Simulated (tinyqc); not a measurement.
Kinetic Monte Carlo and master equation for a particle on a ring of sites with traps and bias: one step, computed by the program tinyqc.

8 sites on a ring, numbered 1 to 8. The saddle between i and i+1 lies at E0 + s b_i and site i at s eps_i; a force F tilts the landscape, with the saddle half-way.

Problem. Steady state. Master equation dP/dt = W P, W_(i+1,i) = k right, W_(i-1,i) = k left, columns summing to zero. The steady state is its null vector; drift v = a sum P_i (k right - k left). D = a^2 lambda''(0)/2, where lambda(q) is the leading eigenvalue of W with right hops weighted by exp(q) and left hops by exp(-q). The slowest relaxation rate is minus the real part of the next eigenvalue of W. 1 angstrom = 1e-8 cm.

Inputs (values chosen for the exercise, for a model defect): temperature T = 500 K; site spacing a = 2.4 angstrom.

Disorder: both.

Rates, shares of right hops and mean stays:
```
site,k right (1/s),k left (1/s),share right,mean stay (s)
1,1.185533e+06,4.259294e+06,0.2177357,1.836605e-07
2,2.550628e+05,7.333432e+05,0.2580547,1.011730e-06
3,2.843892e+06,9.870192e+05,0.7423539,2.610345e-07
4,4.749755e+06,1.453939e+07,0.2462398,5.184263e-08
5,2.012462e+06,6.499704e+05,0.7558734,3.755964e-07
6,5.092252e+06,1.423884e+07,0.2634229,5.173014e-08
7,5.961326e+07,5.010656e+06,0.9224644,1.547415e-08
8,5.560377e+07,5.865804e+07,0.4866348,8.751831e-09
```

Constants: k_B = 8.617333262e-05 eV/K.

Give: occupations P_i; drift velocity v; diffusivity D; slowest relaxation rate.

Solution.

occupations P_i: [0.25912, 0.41472, 0.10406, 0.02014, 0.14249, 0.01992, 0.01964, 0.01990]

drift velocity v = 5.8853e-04 cm/s

diffusivity D = 8.7476e-10 cm^2/s

slowest relaxation rate = 7.7781e+05 1/s
